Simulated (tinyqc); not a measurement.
Hubbard chain of 4 sites, step by step. Computed by tinyqc, a small Python program that keeps every step. Settings: hopping = 1.61, U = 11.6, mixing = 1, iteration cap = 64. Command: `OMP_NUM_THREADS=1 python tinyqc.py 22723 22724 out.jsonl` (the two numbers bound the seeds that draw the settings). One thread of a shared host (Intel(R) Xeon(R) Processor @ 2.60GHz), about 0.2 s of CPU time with the checks. Later iterations appear only in the table of the cycle.

## Mean-field iteration 1

one-body matrix (hopping and site energies) (eV):
```
           1          2          3          4
1   0.000000  -1.610000   0.000000   0.000000
2  -1.610000   0.000000  -1.610000   0.000000
3   0.000000  -1.610000   0.000000  -1.610000
4   0.000000   0.000000  -1.610000   0.000000
```

U = 11.600000 eV

electrons, up and down: 2  2

mixing = 1

n(up) at the start (a guess, not normalised): 1 0.800000, 2 0.200000, 3 0.800000, 4 0.200000

n(down) at the start (a guess): 1 0.200000, 2 0.800000, 3 0.200000, 4 0.800000

H(up) = T + U n(down), H(down) = T + U n(up); fill the lowest levels; n(new) = n + mixing (n(out) - n); E = tr T (rho up + rho down) + U sum n_up n_down of the output.

levels, up (eV): 1.452977  2.180540  9.419460  10.147023

levels, down (eV): 1.452977  2.180540  9.419460  10.147023

energy = -1.087989 eV

n(up) after iteration 1: 1 0.958496, 2 0.077487, 3 0.922513, 4 0.041504

n(down) after iteration 1: 1 0.041504, 2 0.922513, 3 0.077487, 4 0.958496

## Mean-field iteration 2

As before.

levels, up (eV): 0.068702  0.581114  11.018886  11.531298

levels, down (eV): 0.068702  0.581114  11.018886  11.531298

energy = -1.317595 eV

n(up) after iteration 2: 1 0.978324, 2 0.043519, 3 0.956481, 4 0.021676

n(down) after iteration 2: 1 0.021676, 2 0.956481, 3 0.043519, 4 0.978324

## Convergence

Each step fills the lowest levels of T + U n(other spin) and sets n(new) = n + mixing (n(out) - n); stop when output and input agree to 1e-8.

Course of the cycle:

| iteration | E (eV) | largest \|n(out) - n(in)\| | mean \|n_up - n_down\| |
|---|---|---|---|
| 1 | -1.08798939 | 1.58e-01 | 0.881009 |
| 2 | -1.31759497 | 3.40e-02 | 0.934805 |
| 3 | -1.32311701 | 4.79e-03 | 0.941727 |
| 4 | -1.32320479 | 5.90e-04 | 0.942568 |
| 5 | -1.32320608 | 7.13e-05 | 0.942669 |
| 6 | -1.32320610 | 8.61e-06 | 0.942682 |
| 7 | -1.32320610 | 1.04e-06 | 0.942683 |
| 8 | -1.32320610 | 1.25e-07 | 0.942683 |
| 9 | -1.32320610 | 1.51e-08 | 0.942683 |
| 10 | -1.32320610 | 1.82e-09 | 0.942683 |

local moments n_up - n_down: 1 0.961487, 2 -0.923880, 3 0.923880, 4 -0.961487

Converged in 10 iterations. Before convergence this energy mixes input and output and is not variational, so it may rise towards its limit.

## Exact diagonalisation (36 states)

Lowest levels of the sector, and the double occupancy of the lowest state.

lowest levels (eV): -1.972847  -1.424512  -0.847166  -0.555406  -0.256548  0.000000

double occupancy per site = 0.037097

The mean-field solution above lies 0.6496 eV above the exact energy.

## The lowest level by Lanczos steps

From a random start vector (not printed): a_j = <q_j|H|q_j>, b_j = norm of the remainder after orthogonalising; the Ritz value is the lowest eigenvalue of the tridiagonal matrix of a and b so far.

Lanczos:

| j | a_j (eV) | b_j (eV) | lowest Ritz value (eV) |
|---|---|---|---|
| 1 | 10.599339 | 9.493443 | 10.59933860 |
| 2 | 12.167503 | 7.953841 | 1.85765318 |
| 3 | 10.243545 | 3.917959 | -1.10605727 |
| 4 | 11.230156 | 6.596596 | -1.40440668 |
| 5 | 11.463527 | 10.153314 | -1.51746198 |
| 6 | 12.775180 | 4.397348 | -1.79051069 |
| 7 | 11.943109 | 3.806921 | -1.88912396 |
| 8 | 9.356654 | 10.047215 | -1.90237965 |
| 9 | 12.765579 | 5.832422 | -1.93140433 |
| 10 | 12.742262 | 3.192998 | -1.95894973 |
